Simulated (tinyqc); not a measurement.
What moves the results: four-band model of biased bilayer graphene near K. A value that a table varies takes the place of the one given here.

Basis A1, B1, A2, B2, with B1 below A2; p = kx + i ky, v_j = (sqrt3/2) a g_j. Diagonal -U/2, -U/2, U/2, U/2; <A1|B1> = <A2|B2> = v0 p*, <B1|A2> = g1, <A1|B2> = v3 p, <A1|A2> = <B1|B2> = -v4 p*.

Values chosen for the exercise (near those used for Bernal bilayer graphene; the results hold for these values, not for the real material):

| symbol | value | unit | meaning |
|---|---|---|---|
| a | 2.46 | angstrom | lattice constant |
| g0 | 2.93 | eV | hopping in a layer |
| g1 | 0.413 | eV | hopping of the dimer sites |
| g3 | 0.38 | eV | skew hopping A1-B2 |
| g4 | 0.15 | eV | skew hopping A1-A2 |
| U | 0.42 | eV | potential difference of the layers |
| k | (-0.036, 0.034) | 1/angstrom | wave vector from K |

## Gap against bias

Closed form for g3 = g4 = 0: gap U g1/sqrt(U^2 + g1^2), ring radius as (U/2 v0) sqrt((2 g1^2 + U^2)/(g1^2 + U^2)). Last column: lowest band 3 less highest band 2 of the full matrix on a polar grid, |k| = 0 to 0.08 in steps of 0.001 1/angstrom, angles 0, 15, 30, 45, 60 degrees.

Gap:

| U (eV) | gap (eV) | kg (1/angstrom) | gap/U | gap on the grid (eV) |
|---|---|---|---|---|
| 0.02 | 0.0200 | 0.0023 | 0.999 | 0.0186 |
| 0.05 | 0.0496 | 0.0056 | 0.993 | 0.0470 |
| 0.10 | 0.0972 | 0.0112 | 0.972 | 0.0907 |
| 0.15 | 0.1410 | 0.0165 | 0.940 | 0.1296 |
| 0.20 | 0.1800 | 0.0216 | 0.900 | 0.1634 |
| 0.30 | 0.2427 | 0.0309 | 0.809 | 0.2159 |
| 0.40 | 0.2873 | 0.0394 | 0.718 | 0.2516 |
| 0.60 | 0.3402 | 0.0552 | 0.567 | 0.2899 |

The gap follows U while U << g1 (ratio 0.993 at 0.05 eV) and bends towards g1 = 0.413 eV, reaching 0.340 eV at 0.6. The skew hoppings change it by -6.5 meV at U = 0.1 and -35.7 meV at 0.4 eV. U is the screened difference, smaller than the applied field times the layer distance.

## From parabola to cone

U = 0, along kx. Parabola: v0^2 k^2/g1. Hyperbola: sqrt(g1^2/4 + v0^2 k^2) - g1/2. Then bands 3 and 2 of the full matrix for +kx and band 3 for -kx.

Energies (eV):

| k (1/angstrom) | parabola | hyperbola | band 3, +kx | band 2, +kx | band 3, -kx |
|---|---|---|---|---|---|
| 0.002 | 0.0004 | 0.0004 | 0.0013 | -0.0012 | 0.0020 |
| 0.005 | 0.0024 | 0.0023 | 0.0019 | -0.0014 | 0.0066 |
| 0.010 | 0.0094 | 0.0092 | 0.0023 | -0.0004 | 0.0181 |
| 0.020 | 0.0377 | 0.0348 | 0.0233 | -0.0165 | 0.0531 |
| 0.030 | 0.0849 | 0.0723 | 0.0580 | -0.0447 | 0.0998 |
| 0.050 | 0.2359 | 0.1677 | 0.1505 | -0.1231 | 0.2126 |
| 0.080 | 0.6038 | 0.3339 | 0.3142 | -0.2659 | 0.4026 |
| 0.120 | 1.3586 | 0.5705 | 0.5480 | -0.4730 | 0.6698 |

The parabola is 2 % above the hyperbola at 0.01 and a factor 2.38 at 0.12 1/angstrom, where the slope nears v0. g3 makes +kx and -kx differ, by 41.9 meV at 0.03, and g4 makes electrons and holes differ, |band 3| - |band 2| = +13.3 meV there. Without bias the bands touch in four small cones, one at K and three at k = g1 v3/v0^2 = 0.0086 1/angstrom from it; their pockets join near g1 (g3/g0)^2/4 = 1.7 meV.

## What each parameter does

The four levels at k. Each row changes one parameter from the base and keeps the others.

Results:

| case | band 1 (eV) | band 2 (eV) | band 3 (eV) | band 4 (eV) |
|---|---|---|---|---|
| base | -0.6677 | -0.1298 | 0.1506 | 0.6469 |
| g0 = 3.077 eV | -0.6817 | -0.1339 | 0.1549 | 0.6607 |
| g1 = 0.4543 eV | -0.6934 | -0.1354 | 0.1565 | 0.6723 |
| g3 = 0.48 eV | -0.6692 | -0.1267 | 0.1477 | 0.6482 |
| g4 = 0.2 eV | -0.6714 | -0.1264 | 0.1542 | 0.6436 |
| U = 0.47 eV | -0.6832 | -0.1340 | 0.1539 | 0.6633 |

The largest shifts from the base row, up to three for each result and ties (the steps differ in size, so this ranks the rows, not the parameters). band 1 (eV): g1 -0.0256, U -0.0155, g0 -0.0140. band 2 (eV): g1 -0.0056, U -0.0042, g0 -0.0041. band 3 (eV): g1 +0.0059, g0 +0.0042, g4 +0.0035. band 4 (eV): g1 +0.0253, U +0.0164, g0 +0.0138. Only g4 breaks the mirror symmetry between the upper and lower bands.

(tinyqc, `OMP_NUM_THREADS=1 python tinyqc.py 1450920 1450921 out.jsonl`, Intel(R) Xeon(R) Processor @ 2.30GHz, 1 thread, shared host, about 0.03 s.)
